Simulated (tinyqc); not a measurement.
n-type polysilicon, carrier trapping at grain boundaries: one step of the calculation.

One-dimensional grains of size Lg, uniform ionised doping N, monovalent traps Qt at each boundary at a depth Et below (for electrons) or above (for holes) the band edge there, abrupt depletion of width W on each side of a boundary, Boltzmann statistics. xi is the distance from the band edge at the grain centre to the Fermi level. Trapped charge Qt/(1 + exp((xi + VB - Et)/Vt)) = 2 N W, barrier VB = q N W^2/(2 eps0 eps_r).

Task. Resistivity and effective mobility. n0 = NB exp(-xi/Vt); mean density n0 (1 - 2 W/Lg) by charge balance in a partly depleted grain, and n0 (sqrt(pi)/2) erf(u)/u with u = sqrt(VB/Vt) in a fully depleted one; v = sqrt(kB T/(2 pi ms m0)); barrier resistivity Vt exp(VB/Vt)/(q fe n0 v Lg); grain resistivity (1 - 2 W/Lg)/(q n0 mug); effective mobility 1/(q mean density total resistivity).

Parameters, values chosen for the exercise; values of the order met in polycrystalline silicon:
- T = 300 K (temperature)
- NB = 2.8e19 cm^-3 (conduction-band density of states at T)
- Lg = 69 nm (grain size)
- ms = 0.34 m0 (mass for thermionic emission)
- fe = 0.12 (correction factor of the emission rate)
- mug = 100 cm^2/(V s) (mobility inside the grains)

Constants: q = 1.602176634e-19 C, kB = 1.380649e-23 J/K, m0 = 9.1093837015e-31 kg, Vt = kB T/q. Results are converted to the units shown.

W = 34.5 nm
xi = 0.31002370 V
VB = 0.039577873 V

Wanted: n0; mean density; v; barrier resistivity; grain resistivity; resistivity; effective mobility.

Result.

n0 = 1.7338e14 cm^-3
mean density = 1.1423e14 cm^-3
v = 4.6135e6 cm/s
barrier resistivity = 1126.2 ohm cm
grain resistivity = 0.0000 ohm cm
resistivity = 1126.2 ohm cm
effective mobility = 48.518 cm^2/(V s)

The resistivity is 776 times that of a single crystal with the same N and mobility mug, and the mean density is 0.266 % of N.

tinyqc, about 0.01 s, one thread, Intel Xeon 2.30GHz (shared host): `OMP_NUM_THREADS=1 python tinyqc.py 2830166 2830167 out.jsonl`
